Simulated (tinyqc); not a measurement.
## Resistance of a tapered via with liner, size effect and interface: via resistance against the liner on the sidewall

A round via whose diameter grows from db at the bottom as D(z) = db + 2 z/tan(ang). The fill, of diameter D - 2 tl, starts above the bottom liner (thickness fb tl) and has rho = rho0 (1 + ks lam/(D - 2 tl)); the sidewall liner conducts in parallel with it. The bottom liner and the interface are crossed over the full area pi db^2/4. Spreading in the lines above and below is left out.

Slices between z0 = fb tl and hv, evaluated at their midpoints: conductance per length pi/4 [(D - 2 tl)^2/rho + (D^2 - (D - 2 tl)^2)/rl], slice resistance = slice height over that. 2000 slices. R_fill = sum of the slices; R_bottom = rl fb tl/(pi db^2/4); R_interface = ri/(pi db^2/4); ballistic (Sharvin) limit 1/(Sb pi (db - 2 tl)^2/4); ideal cylinder rho0 hv/(pi db^2/4).

Values chosen for this exercise; fill metal close to cobalt: diameter at the bottom db = 9.5 nm; height hv = 16 nm; sidewall angle ang = 85 degrees; bulk resistivity of the fill rho0 = 6.03 uohm cm; mean free path of the fill lam = 11.5 nm; size-effect factor ks = 1.6; liner at the bottom over that on the sidewall fb = 0.5; resistivity of the liner rl = 180 uohm cm; interface resistivity at the bottom ri = 8.3e-13 ohm cm^2; ballistic conductance per area, about 3/(4 rho0 lam) Sb = 1e15 S/m^2.

The same in every row: R_interface (ohm) = 1.171.

Via resistance against the liner on the sidewall:
```
tl (nm)  R_fill (ohm)  R_bottom (ohm)  R (ohm)  ballistic limit (ohm)  R over ideal cylinder  largest part
0               28.56               0    29.73                  14.11                  2.184          fill
0.4             33.91           5.079    40.16                  16.82                  2.950          fill
0.8             40.75           10.16    52.07                  20.40                  3.826          fill
1.2             49.59           15.24    65.99                  25.26                  4.848          fill
1.6             61.11           20.32    82.60                  32.08                  6.069          fill
1.9             72.05           24.12    97.34                  39.19                  7.151          fill
2.3             90.45           29.20    120.8                  53.03                  8.877          fill
2.7             114.0           34.28    149.5                  75.74                  10.98          fill
```

R rises from 29.7 to 149 ohm. The fill is the largest part at tl = 0 and in all other rows. The share of the two bottom terms goes from 3.94 to 23.7 %. For tl = 0.8, 1.2, 1.6, 1.9, 2.3, 2.7 the ballistic limit exceeds half of R_fill, so the diffusive model understates R.

tinyqc, about 0.01 s, one thread, Intel Xeon 2.30GHz (shared host): `OMP_NUM_THREADS=1 python tinyqc.py 2750068 2750069 out.jsonl`
